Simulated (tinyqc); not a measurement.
From results back to parameters: defect, radiative and Auger recombination at equal electron and hole densities (ABC model). Two cases, with inputs chosen for the exercise.

Problem. The peak efficiency, the current at the peak and the differential lifetime there, tau_p = 1/(Ae + 2 B n_p + 3 C n_p^2), are given; Ae, B and C are hidden. n_p = sqrt(Ae/C), Q = B/sqrt(Ae C), IQE_max = Q/(Q + 2).

J/(e d) = Ae n + B n^2 + C n^3 with Ae = A + 4 S/w (four side walls, carriers spread evenly), e = 1.602176634e-19 C, lengths in cm; internal efficiency IQE = B n^2/(Ae n + B n^2 + C n^3); all injected carriers recombine in the layer.

Case 1.

Values chosen (out of a larger set: orders of magnitude like those quoted for GaAs; not measured data): d = 61 nm (active thickness).

IQE_max = 0.920094
J at the peak = 1851.23 A/cm^2
tau_p = 1.05070 ns

Case 2.

Values chosen (out of a larger set: orders of magnitude like those quoted for Si; not measured data): d = 83000 nm (active thickness).

IQE_max = 0.00816092
J at the peak = 8.94201 A/cm^2
tau_p = 6885.35 ns

Find: Q; Ae; n_p; B; C.

Solution. Q = 2 IQE/(1 - IQE). At the peak B n = Q Ae and C n^2 = Ae, so 1/tau_p = Ae (4 + 2Q) and J = e d Ae n_p (2 + Q); B and C follow.

Case 1.

Q = 23.0
Ae = 1.90e+07 1/s
n_p = 3.98e+18 1/cm^3
B = 1.1e-10 cm^3/s
C = 1.2e-30 cm^6/s

Case 2.

Q = 0.0165
Ae = 3.60e+04 1/s
n_p = 9.26e+16 1/cm^3
B = 6.4e-15 cm^3/s
C = 4.2e-30 cm^6/s

Computed by tinyqc, one run a case: `OMP_NUM_THREADS=1 python tinyqc.py N N+1 out.jsonl` with N = 1682691, 1682698; one thread of a shared Intel(R) Xeon(R) Processor @ 2.30GHz, about 0.01 s a run at most.
